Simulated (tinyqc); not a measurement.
Gas flow in a process chamber: flow regimes, conductance, effective pumping speed, pump-down, outgassing and purge. From one set of inputs to another, one input at a time. Computed by tinyqc, a small Python program. Command: `OMP_NUM_THREADS=1 python tinyqc.py 3120343 3120344 out.jsonl pump ladder`. One thread of a shared host (Intel(R) Xeon(R) Processor @ 2.30GHz), about 0.01 s of CPU time with the checks.

Ideal gas, isothermal flow, a pump of constant speed at the end of a round pipe; process gas, volume gas and outgassing are given the same properties. 1 sccm = 101325 Pa x 1e-6 m^3/60 s x T/273.15 K.

The inputs printed are set A. Set A is modelled on water vapour near room temperature; the values taken over come from a set modelled on oxygen near room temperature. Inputs not listed in the table keep their values of set A, so the rows need not describe a real material.

Inputs (values chosen for the exercise, modelled on water vapour near room temperature):
```
quantity                     value            unit
molar mass M                 18.02           g/mol
molecular diameter            0.46              nm
viscosity eta                  9.9   micropascal s
temperature T                  300               K
chamber volume V                46               L
wall area                      1.1             m^2
pipe diameter d                 16              cm
pipe length l                   56              cm
pump speed S                   380             L/s
process gas flow                61            sccm
outgassing rate after 1 h  9.3e-07  Pa m^3/(s m^2)
outgassing exponent n         0.91               -
target base pressure         4e-06              Pa
```

Constants: k_B = 1.380649e-23 J/K; u = 1.6605390666e-27 kg.

Method:
- Mean speed c = sqrt(8 k_B T/(pi m)); aperture conductance C_a = c pi d^2/16; molecular pipe C_m = C_a/(1 + 3 l/(4 d)) (Dushman form); viscous pipe C_v = pi d^4 p_mean/(128 eta l); Knudsen interpolation C = C_v + C_m (1 + x)/(1 + 1.24 x), x = d p_mean sqrt(m/(k_B T))/eta.
- Effective speed 1/S_eff = 1/S + 1/C_m; time constant V/S_eff; pressure at which the free path k_B T/(sqrt2 pi d_m^2 p) equals d.
- Steady flow: the pump inlet is at p_2 = Q/S, and the chamber pressure p_1 solves Q = C((p_1 + p_2)/2) (p_1 - p_2). Residence time = p_1 V/Q.
- Knudsen number = free path at the mean pressure over d.
- From the outgassing limit: t = 1 h x (q_1 A/(S_eff p_target))^(1/n) - 10 s; monolayer time at the target = 1e19 m^-2 x 4 k_B T/(p c) for unit sticking.

Each row keeps all changes above it:
```
input moved                                    from       to  S_eff in molecular flow (L/s)  residence time (s)  time to the target (h)
set A                                             -        -                          260.0              0.1492                    0.98
outgassing rate after 1 h (Pa m^3/(s m^2))  9.3e-07  6.1e-06                          260.0              0.1492                    7.76
process gas flow (sccm)                          61      970                          260.0              0.1242                    7.76
molar mass M (g/mol)                          18.02       32                          235.3              0.1242                    8.66
pump speed S (L/s)                              380      570                          296.5              0.0853                    6.71
wall area (m^2)                                 1.1      2.6                          296.5              0.0853                   17.28
pipe length l (cm)                               56       15                          397.6              0.0820                   12.52
outgassing exponent n                          0.91     0.94                          397.6              0.0820                   11.55
```

Where does the difference come from?

S_eff in molecular flow goes from 260 to 398, a factor 1.53 in all. The largest single move comes from pipe length l (a factor 1.34), and molar mass M works against it (a factor 0.905). Residence time goes from 0.149 to 0.0820, a factor 0.550 in all. The largest single move comes from pump speed S (a factor 0.687). Time to the target goes from 0.979 to 11.5, a factor 11.8 in all. The largest single move comes from outgassing rate after 1 h (a factor 7.92), and pipe length l works against it (a factor 0.724). The single moves hold for this order of the switches; the total does not depend on the order.

Extremes, crossings and ranges named in words are read from the listed rows.
